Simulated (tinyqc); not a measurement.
Inside a calculation. Method: coherent transport through a tight-binding region between two chains. One step of it, computed by the program tinyqc.

Question. Transmission at E = 0.42 eV. Surface Green function g = (E - i sqrt(4 t^2 - E^2)) / (2 t^2); self-energy tc^2 g on each contact site; G = (E - H - Sigma)^(-1); Gamma = -2 Im Sigma; T = Gamma_L Gamma_R |G_LR|^2; local density of states -Im G_ii / pi.

H of the central region (eV), lower triangle:
```
           1          2          3         4
1   0.000000
2  -2.090000   0.000000
3   0.000000  -2.090000   0.000000
4   0.000000   0.000000  -0.480000  0.000000
```

Leads: semi-infinite chains with site energy 0:
```
parameter                           value
lead hopping t (eV)              1.570000
coupling to the left lead (eV)   0.700000
coupling to the right lead (eV)  1.190000
left contact site                       1
right contact site                      4
```

E = 0.420000 eV

Give: g; G; local density of states; transmission.

Answer.

g = 0.0852-0.6312i 1/eV

G (1/eV), lower triangle:
```
                 1                2               3               4
1   0.8669-0.6645i
2   0.2232-0.0080i  -0.0416-0.0316i
3  -0.9118+0.6661i   0.2636+0.0144i  0.8588-0.6690i
4  -0.1742-0.5479i  -0.0496+0.1249i  0.1842+0.5228i  0.0547-1.0015i
```

local density of states (1/eV): 0.2115  0.0101  0.2130  0.3188

transmission = 0.3656
